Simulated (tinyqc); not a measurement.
# Nudged elastic band on a two-dimensional model surface, step by step

A worked calculation. Computed by tinyqc, a small Python program that keeps every step. Command: `OMP_NUM_THREADS=1 python tinyqc.py 3008832 3008833 out.jsonl neb walk`. One thread of a shared host (Intel(R) Xeon(R) Processor @ 2.30GHz), about 0.1 s of CPU time with the checks. Intermediate numbers are printed to about 5 digits and carried at full precision; extremes and crossings named in words are read from the listed rows.

V(x, y) = -A (cos kx + cos ky) - B cos kx cos ky + (C sin ky + S sin kx)(1 - cos kx), k = 2 pi/a; the atom hops from the minimum at (0, 0) to that at (a, 0).

Inputs (values chosen for the exercise, for a model surface): amplitude A = 0.32 eV; amplitude B = 0.14 eV; skew C = 0.067 eV; asymmetry S = -0.045 eV; period a = 3.6 angstrom; movable images n = 5; spring constant k_s = 0.57 eV/angstrom^2; step factor eta = 0.33 angstrom^2/eV; iteration cap = 600.

Surface: adatom on a square lattice. Climbing image: on.

## Stationary points

Newton steps x(new) = x - H^-1 grad V (moves limited to 0.3 angstrom) from (0, 0), (a, 0) and (a/2, 0) give the two minima and the saddle.

positions (angstrom), rows start, end, saddle, columns x, y:
```
[[0.0000, 0.0000],
 [3.6000, 0.0000],
 [1.9242, -0.3585]]
```

energies (eV): start -0.78000, end -0.78000, saddle 0.10553

barrier from the start = 0.88553 eV

## Straight-line start

Images are spaced evenly on the line between the minima.

images at the start (angstrom), rows image 1, image 2, image 3, image 4, image 5, columns x, y:
```
[[0.6, 0.0],
 [1.2, 0.0],
 [1.8, 0.0],
 [2.4, 0.0],
 [3.0, 0.0]]
```

energies above the start (eV): [0.21051, 0.63154, 0.92000, 0.74846, 0.24949]

The highest image lies +0.0345 eV from the true barrier.

## Iteration 1

Tangent at image i: towards the higher neighbour if the energies rise or fall through i; at a maximum or minimum, tau = t+ dmax + t- dmin if V(i+1) > V(i-1), else t+ dmin + t- dmax, with t+ = R(i+1) - R(i), t- = R(i) - R(i-1) and dmax, dmin the larger and smaller of |V(i+1) - V(i)| and |V(i-1) - V(i)|; then normalise. Force F = -grad V + (grad V.tau) tau + k_s (|t+| - |t-|) tau. With a climbing image, the highest image feels instead F = -grad V + 2 (grad V.tau) tau and no spring. Update R(new) = R + eta F; the end points stay fixed.

unit tangents, rows image 1, image 2, image 3, image 4, image 5, columns x, y:
```
[[1, 0],
 [1, 0],
 [1, 0],
 [1, 0],
 [1, 0]]
```

forces (eV/angstrom), rows image 1, image 2, image 3, image 4, image 5, columns x, y:
```
[[0.00000, -0.05847],
 [0.00000, -0.17541],
 [0.15708, -0.23387],
 [0.00000, -0.17541],
 [0.00000, -0.05847]]
```

images after iteration 1 (angstrom), rows image 1, image 2, image 3, image 4, image 5, columns x, y:
```
[[0.6000, -0.0193],
 [1.2000, -0.0579],
 [1.8518, -0.0772],
 [2.4000, -0.0579],
 [3.0000, -0.0193]]
```

## Iteration 2

The formulas are those given above.

unit tangents, rows image 1, image 2, image 3, image 4, image 5, columns x, y:
```
[[0.99794, -0.06418],
 [0.99956, -0.02959],
 [0.99996, 0.00840],
 [0.99938, 0.03518],
 [0.99794, 0.06418]]
```

forces (eV/angstrom), rows image 1, image 2, image 3, image 4, image 5, columns x, y:
```
[[-0.00427, -0.07468],
 [0.02453, -0.15148],
 [0.08772, -0.18751],
 [0.03548, -0.15333],
 [0.00492, -0.08474]]
```

images after iteration 2 (angstrom), rows image 1, image 2, image 3, image 4, image 5, columns x, y:
```
[[0.5986, -0.0439],
 [1.2081, -0.1079],
 [1.8808, -0.1391],
 [2.4117, -0.1085],
 [3.0016, -0.0473]]
```

## All iterations

Start on the straight line; stop when the largest force is below 1e-4 or above 1e6 eV/angstrom.

Course of the band:
```
iteration  highest image (eV)  largest force (eV/angstrom)
1                     0.92000                   2.8173e-01
2                     0.90991                   2.0701e-01
3                     0.90129                   1.5652e-01
4                     0.89530                   1.1999e-01
5                     0.89146                   9.2429e-02
6                     0.88909                   7.1286e-02
7                     0.88766                   5.4981e-02
8                     0.88679                   4.2394e-02
9                     0.88628                   3.2681e-02
...                       ...                          ...
28                    0.88553                   4.6967e-04
29                    0.88553                   3.7991e-04
30                    0.88553                   3.0747e-04
31                    0.88553                   2.4898e-04
32                    0.88553                   2.0170e-04
33                    0.88553                   1.6347e-04
34                    0.88553                   1.3253e-04
35                    0.88553                   1.0748e-04
36                    0.88553                   8.7189e-05
```

Band at the end:
```
image  x (angstrom)  y (angstrom)   E (eV)
0            0.0000       0.00000  0.00000
1            0.6326      -0.16652  0.23642
2            1.2719      -0.30594  0.65857
3            1.9242      -0.35847  0.88553
4            2.4923      -0.28725  0.66980
5            3.0517      -0.16512  0.21910
6            3.6000       0.00000  0.00000
```

energy of the highest image = 0.88553 eV

iterations = 36

largest force at the end = 8.7189e-05 eV/angstrom

Converged in 36 iterations. The climbing image sits on the saddle, so its energy is the barrier.

## Plain band against climbing image

Images are counted without the end points, and convergence is judged on the largest force on an image. Each run starts on the straight line with the same k_s and eta, for at most 1500 iterations; errors are against the Newton saddle; a dash marks a run that did not reach 1e-4 eV/angstrom.

Error of the highest image (meV) and iterations:
```
images  plain, error  plain, iterations  climbing, error  climbing, iterations
2           -161.578                 26                0                    32
3             -9.833                 32                0                    32
4            -40.994                 30                0                    33
5             -9.814                 32                0                    36
6            -13.248                 35                0                    49
8             -4.445                 46                0                    59
10            -1.295                 59                0                    63
```

The plain band underestimates the barrier by 1.29 to 161.58 meV, depending on how near an image falls to the saddle (worst for 2 images, best for 10). The climbing image is within about 0.001 meV in every converged run, so few images suffice for the barrier.

Checks made by the program: climbing image against the Newton saddle (relative difference 7e-10).
